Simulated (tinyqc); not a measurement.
A particle near a wafer in liquid: double-layer and van der Waals forces (DLVO), deposition barrier and removal: one step, computed by the program tinyqc.

Sphere and flat wall, Derjaguin approximation, constant potentials in the linear-superposition form, no retardation and no hydration force.

Question. Screening. kappa^2 = 2 z^2 e^2 N_A (1000 c)/(eps eps_0 k_B T); gamma_i = tanh(z e psi_i/(4 k_B T)); Z = 64 pi eps eps_0 (k_B T/(z e))^2 gamma_1 gamma_2.

Inputs (values chosen for the exercise, of the order of those for polymer latex on silicon in water): particle radius R = 98 nm; potential of the particle psi_1 = -38 mV; potential of the wafer psi_2 = -17 mV; salt concentration c = 0.19 mol/L; valence z of the symmetric salt = 1; temperature T = 298 K; dielectric constant of the liquid = 78.4.

Constants: e = 1.602176634e-19 C; N_A = 6.02214076e+23 1/mol; eps_0 = 8.8541878128e-12 F/m; k_B = 1.380649e-23 J/K; k_B = 8.617333262e-05 eV/K.

Give: kappa; Debye length; gamma_1; gamma_2; Z; kappa R.

Answer.

kappa = 1.4342 1/nm

Debye length = 0.69728 nm

gamma_1 = -0.35394

gamma_2 = -0.16401

Z = 5.3427 pN

kappa R = 140.55

Like signs: the double layers repel.
